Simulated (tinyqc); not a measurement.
Charge neutrality of a doped semiconductor with incomplete ionisation: one step, computed by the program tinyqc.

Energies are counted from the top of the valence band; E_D is measured down from the conduction band and E_A up from the valence band.

Question. Gap and effective densities of states. E_g = E_g0 - alpha T^2/(T + beta). N_c = 2 M_c (2 pi m_e k_B T/h^2)^(3/2) and N_v = 2 (2 pi m_h k_B T/h^2)^(3/2), masses in units of m_0. n_i = sqrt(N_c N_v) exp(-E_g/(2 k_B T)); E_i = E_g/2 + (k_B T/2) ln(N_v/N_c).

Inputs (values chosen for the exercise, modelled on germanium): gap at 0 K E_g0 = 0.732 eV; Varshni alpha = 0.000485 eV/K; Varshni beta = 241 K; electron mass m_e = 0.226 m_0; valleys M_c = 4; hole mass m_h = 0.352 m_0; temperature T = 450 K.

Doping: n-type, compensated. Statistics of the bands: Boltzmann.

Constants: m_0 = 9.1093837015e-31 kg; k_B = 1.380649e-23 J/K; h = 6.62607015e-34 J s; k_B = 8.617333262e-05 eV/K.

Give: gap E_g; N_c; N_v; k_B T; intrinsic density n_i; intrinsic level E_i.

Answer.

gap E_g = 0.5899 eV

N_c = 1.981e+19 cm^-3

N_v = 9.628e+18 cm^-3

k_B T = 0.03878 eV

intrinsic density n_i = 6.872e+15 cm^-3

intrinsic level E_i = 0.2809 eV
